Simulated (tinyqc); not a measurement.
Pressure-driven transition between two phases with analytic equations of state: one step, computed by the program tinyqc. Command: `OMP_NUM_THREADS=1 python tinyqc.py 3015703 3015704 out.jsonl transition walk`. One thread of a shared host (Intel(R) Xeon(R) Processor @ 2.30GHz), about 0.03 s of CPU time with the checks.

Each phase obeys E = E0 + (B0 V/B') [(V0/V)^B'/(B' - 1) + 1] - B0 V0/(B' - 1), P = (B0/B') [(V0/V)^B' - 1]; E0 = 0 for phase 1 and Delta E0 for phase 2. H = E + P V.

Question. Shift with temperature. Start from P = Delta E0/(V0 of phase 1 - V0 of phase 2); at each P solve P(V) = P for both phases and step P(new) = P - (H_2 - H_1)/(V_2 - V_1); stop when |H_2 - H_1| < 1e-10 eV. At the zero-temperature transition the volume change is V_2/V_1 - 1 and the work is P (V_1 - V_2). At T the condition is H_2 - H_1 - T Delta S = 0, with Delta S constant and thermal expansion left out; the Clausius-Clapeyron slope is dP/dT = Delta S/(V_2 - V_1) at the zero-temperature point.

Inputs (values chosen for the exercise, for two model phases):
```
quantity                                   value             unit
volume V0 of phase 1                        21.6  angstrom^3/atom
B0 of phase 1                                101              GPa
B' of phase 1                               4.56                -
volume V0 of phase 2                        19.5  angstrom^3/atom
B0 of phase 2                                139              GPa
B' of phase 2                               3.77                -
energy of phase 2 above phase 1, Delta E0   0.33          eV/atom
entropy of phase 2 less phase 1, Delta S   0.084         k_B/atom
temperature T                                600                K
```

Equation of state: Murnaghan.

V_2 at the transition = 16.30274 angstrom^3

V_1 at the transition = 17.50897 angstrom^3

transition pressure = 35.55372 GPa

Constants: k_B = 8.617333262e-05 eV/K; 1 eV/angstrom^3 = 160.2176634 GPa.

Give: Clapeyron slope; transition pressure at T; linear estimate at T.

Answer.

Clapeyron slope = -0.9615 MPa/K

transition pressure at T = 34.98 GPa

linear estimate at T = 34.98 GPa

The dense phase has the higher entropy, so heating lowers the transition pressure. Caution: the pressure is a large share of B0, where the result depends on the form of the equation of state. Caution: a constant Delta S holds only at high temperature; it vanishes as T goes to 0, so the shift counted from T = 0 is somewhat too large.
